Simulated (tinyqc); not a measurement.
# Which input was changed?

Model: Keating valence-force model of a tetrahedral crystal. Computed by tinyqc, a small Python program. Command: `OMP_NUM_THREADS=1 python tinyqc.py 3012322 3012323 out.jsonl keating which`. One thread of a shared host (Intel(R) Xeon(R) Processor @ 2.30GHz), about 0.9 s of CPU time with the checks.

Atom A sits at 0 and atom B at a/4 (1,1,1) of an fcc lattice; the four bonds from A are t = a/4 (1,1,1), a/4 (1,-1,-1), a/4 (-1,1,-1), a/4 (-1,-1,1), of length d = sqrt(3) a/4. Energy: E = (3 alpha/(8 d^2)) sum over bonds (r.r - d^2)^2 + (3 beta/(8 d^2)) sum over pairs of bonds at one atom (r_i.r_j + d^2/3)^2, with beta_A for the six pairs at A and beta_B for the six at B. The cell holds two atoms, Omega = a^3/4. 1 N/m = 1 J/m^2. With constants fitted to the elastic moduli this model puts optical and zone-boundary frequencies of real crystals too high, by up to about 20 % in elemental crystals and up to about 50 % in compounds, and mostly by more for TA modes; in compounds the lattice part of the static dielectric constant then comes out too low.

Inputs (values chosen for the exercise, modelled on zinc selenide):
```
quantity               value      unit
lattice constant a     5.668  angstrom
mass M_A               65.38         u
mass M_B               78.97         u
bond stretching alpha   34.2       N/m
bond bending beta_A     4.06       N/m
bond bending beta_B     4.95       N/m
Born charge Z*          1.96         e
eps_inf                 5.81         -
mesh divisions n           8         -
temperature T            300         K
```

Structure: zinc blende.

Constants: nu for 1 eV/(angstrom^2 u) = 15.6333042 THz; 1 eV/angstrom^2 = 16.02176634 J/m^2; 1 THz = 33.35640952 1/cm; e^2/(4 pi eps_0) = 14.39964548 eV angstrom; h x 1 THz = 4.135667696 meV; k_B = 8.617333262e-05 eV/K.

Method:
- beta = (beta_A + beta_B)/2; C11 = (alpha + 3 beta)/a, C12 = (alpha - beta)/a, C44 = 4 alpha beta/(a (alpha + beta)); with the two sublattices clamped C44(0) = (alpha + beta)/a; internal-strain parameter zeta = (alpha - beta)/(alpha + beta); B = (C11 + 2 C12)/3.
- beta = (beta_A + beta_B)/2; mu = M_A M_B/(M_A + M_B); lambda = 4 (alpha + beta)/mu with the springs in eV/angstrom^2; nu = 15.6333042 THz x sqrt(lambda).
- The long-range field adds 4 pi Z*^2 (e^2/(4 pi eps_0))/(eps_inf Omega mu) to lambda for the longitudinal mode at q -> 0; lambda = (nu/15.6333042 THz)^2; eps_0 = eps_inf (nu_LO/nu_TO)^2 (Lyddane-Sachs-Teller; here eps_0 is the static dielectric constant).
- With displacements u exp(i q.r), each bracket changes by g.u, where g = (g_A, g_B): bond t, g = (-2 t, 2 t exp(i q.t)); pair (i, j) at A, g = (-(t_i + t_j), t_i exp(i q.t_j) + t_j exp(i q.t_i)); pair at B, g = (-t_i exp(-i q.t_j) - t_j exp(-i q.t_i), t_i + t_j). Then D_mn = sum over the 4 bonds and 12 pairs of (4 k/a^2) conj(g_m) g_n / sqrt(M_m M_n), with k = alpha or beta converted to eV/angstrom^2. Only the short-range forces enter; the Coulomb field of the charges is left out.
- An eigenvalue lambda of D in eV/(angstrom^2 u) gives nu = 15.6333042 THz x sqrt(lambda).
- Mesh: q = sum_i (m_i + 1/2)/n b_i, m_i = 0..n-1, with b = [[-1, 1, 1], [1, -1, 1], [1, 1, -1]] in 2 pi/a; sums over the six modes are averaged over the n^3 points and halved, per atom.
- With x = h nu/(k_B T) and n = 1/(exp(x) - 1) for each mode: F = k_B T [x/2 + ln(1 - exp(-x))], U = k_B T x (n + 1/2), S/k_B = x n - ln(1 - exp(-x)), C/k_B = x^2 n (n + 1).
- The acoustic share counts the three lowest modes at each q; zero-point energy = sum h nu/2.

Task: One of these inputs alone was changed, within the range given: mass M_A (32.69 to 130.8); bond stretching alpha (17.1 to 68.4); Born charge Z* (0.98 to 3.92); temperature T (150 to 600). Which one, and to what value?

Results:
```
run     static dielectric constant  C11 (GPa)  zero-point energy (meV/atom)
before                    7.390257   84.18313                      32.86119
after                     7.747024   84.18313                      32.86119
```

Result:

Each candidate set to reproduce static dielectric constant, and what it then gives:
```
candidate                    range searched  value needed  C11 (GPa)  zero-point energy (meV/atom)
mass M_A (u)                 32.69 to 130.8     no effect          -                             -
bond stretching alpha (N/m)    17.1 to 68.4         27.07     71.606                        30.083
Born charge Z* (e)             0.98 to 3.92         2.170     84.183                        32.861
temperature T (K)                150 to 600     no effect          -                             -
```

Only Born charge Z* fits every result: it went from 1.96 to 2.17 e. The next best candidate, bond stretching alpha, misses one result by 15 %.
